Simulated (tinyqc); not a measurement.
# Donor in an ellipsoidal valley (Kohn-Luttinger variational method), step by step

A worked calculation. Computed by tinyqc, a small Python program that keeps every step. Command: `OMP_NUM_THREADS=1 python tinyqc.py 3014781 3014782 out.jsonl kohnlutt walk`. One thread of a shared host (Intel(R) Xeon(R) Processor @ 2.30GHz), about 0.04 s of CPU time with the checks. Intermediate numbers are printed to about 7 digits and carried at full precision; extremes and crossings named in words are read from the listed rows.

H = -(d^2/dx^2 + d^2/dy^2) - gamma d^2/dz^2 - 2/r in units built on m_t, with gamma = m_t/m_l and z along the valley axis. One valley; no valley-orbit or central-cell term.

Inputs (values chosen for the exercise, modelled on diamond):
```
quantity                      value  unit
transverse mass m_t           0.341   m_0
longitudinal mass m_l          1.51   m_0
dielectric constant eps        5.85     -
trial ratio b/a                0.47     -
observed depth chosen for 1s    376   meV
```

Constants: Ry = 13.605693123 eV; a_0 = 0.529177210903 angstrom; h x 1 THz = 4.135667696 meV.

## Effective units

Ry* = Ry m_t/eps^2, a* = a_0 eps/m_t, gamma = m_t/m_l.

Ry* = 135.5699 meV

a* = 9.078260 angstrom

gamma = 0.2258278

Caution: a* is only a few bond lengths, so central-cell and valley-orbit terms are large.

## Energy at a trial ratio

Trial function exp(-sqrt((x^2 + y^2)/a^2 + z^2/b^2)) with beta = b/a < 1: E = t/a^2 - u/a, t = (2 + gamma/beta^2)/3, u = 2 arcsin(sqrt(1 - beta^2))/sqrt(1 - beta^2); the best a is 2 t/u and E(beta) = -u^2/(4 t).

t = 1.007436

u = 2.450542

best a = 0.8222148 a*

E(beta) = -1.490208 Ry*

## Minimum over the ratio

Golden-section search on beta from 0.05 to 0.999, 60 steps.

Search, first ten steps; c and d are the inner points:
```
step        low       high          c  E(c) (Ry*)          d  E(d) (Ry*)
1     0.0500000  0.9990000  0.4124857   -1.425963  0.6365143   -1.530020
2     0.4124857  0.9990000  0.6365143   -1.530020  0.7749715   -1.479502
3     0.4124857  0.7749715  0.5509430   -1.530181  0.6365143   -1.530020
4     0.4124857  0.6365143  0.4980570   -1.509749  0.5509430   -1.530181
5     0.4980570  0.6365143  0.5509430   -1.530181  0.5836283   -1.534172
6     0.5509430  0.6365143  0.5836283   -1.534172  0.6038289   -1.533970
7     0.5509430  0.6038289  0.5711436   -1.533319  0.5836283   -1.534172
8     0.5711436  0.6038289  0.5836283   -1.534172  0.5913443   -1.534316
9     0.5836283  0.6038289  0.5913443   -1.534316  0.5961130   -1.534266
10    0.5836283  0.5961130  0.5883970   -1.534294  0.5913443   -1.534316
```

best beta = 0.5914581

radius a of the 1s trial function = 6.882442 angstrom

radius b of the 1s trial function = 4.070676 angstrom

1s binding energy, trial function = 208.0071 meV

The envelope is flattened along the heavy axis; beta is close to gamma^(1/3) = 0.609.

## Levels from a Gaussian basis

Gaussian basis: g = P exp(-al (x^2 + y^2) - be z^2) with P = 1 (s-like), z (2p0) or x (2p+-); al = 0.004 x 2.6^k, k = 0..11, and be/al = 1, gamma^(-1/2) or 1/gamma (36 functions); 1/r = (2/sqrt(pi)) int exp(-t^2 r^2) dt by 48 Gauss-Legendre points after t = sqrt(al_i + al_j) tan(theta); overlap eigenvalues below 1e-10 are dropped.

1s binding energy, Gaussian basis = 208.2549 meV

2p0 binding energy = 75.15416 meV

2p+- binding energy = 43.07078 meV

The two-parameter trial function recovers 99.88 % of the 1s binding of the larger basis. 2p0, with its lobes along the heavy axis, is bound 1.74 times as strongly as 2p+-. Caution: the short radius is only a few bond lengths, so the envelope approximation is rough.

## Optical lines and the chemical shift

With an observed depth of 1s, the lines are 1s -> 2p0 = depth - E(2p0) and 1s -> 2p+- = depth - E(2p+-); the chemical shift is depth - E(1s, Gaussian basis); 1 meV = 1 THz/4.135667696.

line 1s -> 2p0 = 300.8458 meV

line 1s -> 2p+- = 332.9292 meV

chemical shift = 167.7451 meV

frequency of the line 1s -> 2p+- = 80.50193 THz

The spacing of the two lines, 32.083 meV, does not depend on the depth, so it is the same for every donor in this host.

## Which single mass stands for the valley

A hydrogenic level is Ry m/eps^2 for one mass m; errors are against the Gaussian basis.

1s binding energy:
```
rule                                      mass (m_0)  binding (meV)  error (%)
transverse mass                             0.341000       135.5699   -34.9019
conductivity mass 3/(2/m_t + 1/m_l)         0.459604       182.7229   -12.2600
density-of-states mass (m_t^2 m_l)^(1/3)    0.559966       222.6234     6.8995
longitudinal mass                           1.510000       600.3242   188.2641
trial function with a and b                        -       208.0071    -0.1190
mass that fits 1s                           0.523825       208.2549     0.0000
```

The conductivity mass, which is what a spherical trial function (a = b) gives, falls short by 12.3 %, as a restricted variational bound must; the density-of-states mass is off by +6.9 %. The mass that fits lies between the two.

## Levels against anisotropy

The trial energy is minimised over beta by golden section from 0.05 to 0.999, 60 steps.

Binding energies (Ry*):
```
gamma  1s, trial  1s, Gaussians        2p0       2p+-
0.056   2.049487       2.060015  0.9842144  0.3652629
0.110   1.803361       1.808528  0.7605435  0.3443120
0.230   1.527463       1.529234  0.5495970  0.3169674
0.340   1.381964       1.382771  0.4540071  0.3006438
0.370   1.350791       1.351450  0.4348600  0.2969550
0.610   1.170092       1.170202  0.3327689  0.2740976
0.860   1.050802       1.050788  0.2734054  0.2574815
```

As gamma falls from 0.86 to 0.056, 1s deepens from 1.051 to 2.060 Ry*, on the way from the hydrogen value 1 to the two-dimensional limit 4; 2p+- moves from 0.257 to 0.365 (limits 1/4 and 4/9), while 2p0 climbs from 0.273 to 0.984 and joins 1s as gamma tends to 0. Near gamma = 1 the trial function is almost exact and can pass the Gaussian basis, whose own error is about 3e-5 Ry*.

Checks made by the program: the Gaussian basis at gamma = 1 against 1, 1/4 and 1/4 Ry* (relative difference 3e-05); trial function against Gaussian basis (relative difference 1e-03).
